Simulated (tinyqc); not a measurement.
Kane-Mele model of a buckled honeycomb layer in a normal field: sweeps and comparisons. A value that a table varies takes the place of the one given here.

Sublattices A and B lie at +/-b, so the field gives them the energies +/-D, D = e b Ez (in eV for b in angstrom and Ez in V/angstrom); 2 lam is the gap at zero field. Near the valleys tau = +/-1, for spin sz = +/-1: H = hbar v (tau qx sx + qy sy) + m sz_AB with m = D - tau sz lam, hbar v = (sqrt3/2) a t. On the lattice the spin-orbit term is the second-neighbour hopping i (lam/3 sqrt3) nu sz, nu = +/-1 by the sense of the turn. The filled band of one cone contributes tau sign(m)/2 to the Chern number, in the sense Omega = curl of i<u|grad u>. Rashba terms are left out.

Zigzag ribbon of N chains, sites A1, B1, A2, ...; k in 1/a. Bonds -2t cos(k/2) (A_n to B_n) and -t (B_n to A_(n+1)); diagonal +/-(D + 2 l2 sz sin k) on A and B; A_n to A_(n+1): -2 l2 sz sin(k/2), B_n to B_(n+1): the opposite; l2 = lam/(3 sqrt3).

Constants: kB = 8.617333262e-05 eV/K; hbar^2/2m0 = 3.80998211 eV angstrom^2.

Values chosen for the exercise (of the size used for stanene; shifted at random, so the results belong to these values and not to a real crystal): a = 4.78 angstrom (lattice constant); t = 1.23 eV (hopping); lam = 0.093 eV (spin-orbit half gap); b = 0.38 angstrom (half the buckling height); Ez = 0.42 V/angstrom (normal field at the atoms, after screening; 0.01 is 1 MV/cm, and gates reach some 0.05); N = 24 (chains).

## Edge bands of a zigzag ribbon

The two middle levels for each spin, and the weight of the upper one on the half of the ribbon that holds A1.

Middle levels (meV):

| k/pi | up, lower | up, upper | up, weight | down, lower | down, upper | down, weight |
|---|---|---|---|---|---|---|
| 0.6 | -359.077 | 359.077 | 0.61 | -266.108 | 266.108 | 0.53 |
| 0.7 | -246.823 | 246.823 | 0.95 | -76.249 | 76.249 | 0.91 |
| 0.8 | -222.380 | 222.380 | 1.00 | -96.332 | 96.332 | 1.00 |
| 0.9 | -192.467 | 192.467 | 1.00 | -126.207 | 126.207 | 1.00 |
| 1.0 | -159.330 | 159.330 | 1.00 | -159.330 | 159.330 | 1.00 |
| 1.1 | -126.207 | 126.207 | 1.00 | -192.467 | 192.467 | 1.00 |
| 1.2 | -96.332 | 96.332 | 1.00 | -222.380 | 222.380 | 1.00 |
| 1.3 | -76.249 | 76.249 | 0.91 | -246.823 | 246.823 | 0.95 |
| 1.4 | -266.108 | 266.108 | 0.53 | -359.077 | 359.077 | 0.61 |

From k/pi = 0.8 to 1.2 the upper level stays on one edge and the spacing of the pair is at least 192.66 meV. D > lam, so the edge bands need not cross: each leaves and rejoins the same bulk band. At k = pi the levels are -159.330 and 159.330 meV, with D = 159.600 meV and lam = 93 meV.

## Closing and reopening the gap

Ez = f lam/b. Gap 2 |D - lam|, second gap 2 (D + lam), Z2 index, and the temperature at which kB T equals the gap.

Against field:

| f | Ez (V/angstrom) | gap (meV) | second gap (meV) | Z2 | gap/kB (K) |
|---|---|---|---|---|---|
| 0.00 | 0 | 186.000 | 186.000 | 1 | 2158.4 |
| 0.25 | 0.0612 | 139.500 | 232.500 | 1 | 1618.8 |
| 0.50 | 0.122 | 93.000 | 279.000 | 1 | 1079.2 |
| 0.75 | 0.184 | 46.500 | 325.500 | 1 | 539.6 |
| 0.90 | 0.220 | 18.600 | 353.400 | 1 | 215.8 |
| 1.10 | 0.269 | 18.600 | 390.600 | 0 | 215.8 |
| 1.50 | 0.367 | 93.000 | 465.000 | 0 | 1079.2 |
| 2.00 | 0.489 | 186.000 | 558.000 | 0 | 2158.4 |
| 3.00 | 0.734 | 372.000 | 744.000 | 0 | 4316.9 |

The gap closes at Ez = 0.2447 V/angstrom, 24.5 MV/cm at the atoms (the applied field must be larger by the screening), and is back at its zero-field size at twice that. At zero field it is 186.0 meV, above kB T at 300 K (25.9 meV).

## What each parameter does

Smaller and larger gap, hbar v, and the mass 2c|m|/(hbar v)^2 at the smaller gap, c = hbar^2/2m0. Each row changes one parameter from the base and keeps the others.

Results:

| case | smaller gap (meV) | larger gap (meV) | hbar v (eV angstrom) | mass (m0) |
|---|---|---|---|---|
| base | 133.200 | 505.200 | 5.0917 | 0.01957 |
| a = 5.258 angstrom | 133.200 | 505.200 | 5.6009 | 0.01618 |
| t = 1.353 eV | 133.200 | 505.200 | 5.6009 | 0.01618 |
| lam = 0.1023 eV | 114.600 | 523.800 | 5.0917 | 0.01684 |
| Ez = 0.462 V/angstrom | 165.120 | 537.120 | 5.0917 | 0.02427 |

The largest shifts from the base row, up to three for each result and ties (the steps differ in size, so this ranks the rows, not the parameters). smaller gap (meV): Ez +31.920, lam -18.600; unchanged at the printed digits by a and t. larger gap (meV): Ez +31.920, lam +18.600; unchanged at the printed digits by a and t. hbar v (eV angstrom): a +0.5092, t +0.5092; unchanged at the printed digits by lam and Ez. mass (m0): Ez +0.00469, a -0.00340, t -0.00340.

Program tinyqc; command `OMP_NUM_THREADS=1 python tinyqc.py 1480604 1480605 out.jsonl`; about 0.01 s on one thread of a shared Intel(R) Xeon(R) Processor @ 2.30GHz.
